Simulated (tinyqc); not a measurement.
## Line constants from open and short measurements

Problem. A uniform line of length len, under a quarter wavelength, has Z_open = Zc coth(gamma len) and Z_short = Zc tanh(gamma len); gamma Zc = r + i w l and gamma/Zc = g + i w c, w = 2 pi f. Find r, l and c.

Inputs (values chosen for the exercise):
- len = 20 mm (length)
- f = 0.28 GHz (frequency)

Zin with the far end open = 106.09098-233.91178i ohm
Zin with the far end shorted = 261.69286-107.38255i ohm

Solution. The product of the two impedances is Zc^2 and their ratio tanh^2(gamma len); the principal branch holds below a quarter wavelength.

r = 15.94 ohm/mm
l = 0.3120 nH/mm
c = 124.8 pF/m

Computed by the program tinyqc: `OMP_NUM_THREADS=1 python tinyqc.py 2810219 2810220 out.jsonl`, one thread of a shared Intel Xeon 2.30GHz, about 0.01 s for the whole run.
